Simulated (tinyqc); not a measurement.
Anisotropic elasticity and sound waves of a cubic crystal: one step, computed by the program tinyqc. Command: `OMP_NUM_THREADS=1 python tinyqc.py 3007239 3007240 out.jsonl cubicelastic walk`. One thread of a shared host (Intel(R) Xeon(R) Processor @ 2.30GHz), about 0.01 s of CPU time with the checks.

Voigt order 1..6 = xx, yy, zz, yz, xz, xy, with engineering shear strains. The rotated frame has x' as named, z' along the wafer normal and y' = z' x x'.

Question. Thermal stress in a film with this orientation. On cooling, a thick substrate imposes eps_1 = eps_2 = (alpha_film - alpha_substrate) Delta T and eps_6 = 0; the free surface sets sigma_3 = sigma_4 = sigma_5 = 0, which fixes eps_3, eps_4, eps_5. Biaxial modulus M = (sigma_1 + sigma_2)/(2 eps); energy density M eps^2. Elastic response and constant coefficients are assumed.

Inputs (values chosen for the exercise, for a model crystal): expansion coefficient of the film = 7.7 ppm/K; expansion coefficient of the substrate = 4.2 ppm/K; cooling Delta T = 380 K.

Frame: (001) wafer, x' along [110].

C' (GPa):
```
,1,2,3,4,5,6
1,404.15,22.15,45.30,0.00,0.00,0.00
2,22.15,404.15,45.30,0.00,0.00,0.00
3,45.30,45.30,381.00,0.00,0.00,0.00
4,0.00,0.00,0.00,191.00,0.00,0.00
5,0.00,0.00,0.00,0.00,191.00,0.00
6,0.00,0.00,0.00,0.00,0.00,167.85
```

Give: in-plane strain; elastic strain along the normal; stress along x'; stress along y'; biaxial modulus M; energy density.

Answer.

in-plane strain = 1.33 per mille

elastic strain along the normal = -0.3163 per mille

stress along x' = 552.7 MPa

stress along y' = 552.7 MPa

biaxial modulus M = 415.5 GPa

energy density = 0.7350 MJ/m^3

The film ends in tension. Caution: the thermal stress of this film exceeds 200 MPa, which can relax by slip, cracking or buckling in a real film.
